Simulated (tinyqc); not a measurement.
Photoconductance decay in a wafer: bulk and surface recombination modes, and iron detection by pair splitting: one step, computed by the program tinyqc. Command: `OMP_NUM_THREADS=1 python tinyqc.py 3113691 3113692 out.jsonl pcd walk`. One thread of a shared host (Intel(R) Xeon(R) Processor @ 2.30GHz), about 0.01 s of CPU time with the checks.

Both faces of the wafer have the same S; injection is low and all coefficients are constant. x runs from -W/2 to W/2.

Question. Effective lifetime. Even modes cos(a x) obey b tan b = S W/(2 D) with b = a W/2, odd modes sin(a x) obey -b cot b = S W/(2 D); each decays at the rate 1/tau_b + D a^2. tau_eff is the decay time of the first mode. The surface time is 1/(D a^2) of that mode; shortcuts for it are W/(2 S), W^2/(pi^2 D) and their sum, whose error is sum/surface time - 1.

Inputs (values chosen for the exercise, modelled on p-type silicon):

| quantity | value | unit |
|---|---|---|
| thickness W | 525 | micrometre |
| diffusivity D | 29.9 | cm^2/s |
| bulk lifetime tau_b without iron | 18 | microsecond |
| surface recombination velocity S | 790 | cm/s |

Give: tau_eff; surface time; W/(2 S); W^2/(pi^2 D); error of the sum; tau_eff/tau_b.

Answer.

tau_eff = 12.528 microsecond

surface time = 41.212 microsecond

W/(2 S) = 33.228 microsecond

W^2/(pi^2 D) = 9.3400 microsecond

error of the sum = 3.2894 %

tau_eff/tau_b = 0.69601

The surfaces are slow against diffusion, so W/(2 S) is the larger part. tau_eff is only 0.70 of tau_b, so it understates the bulk lifetime.
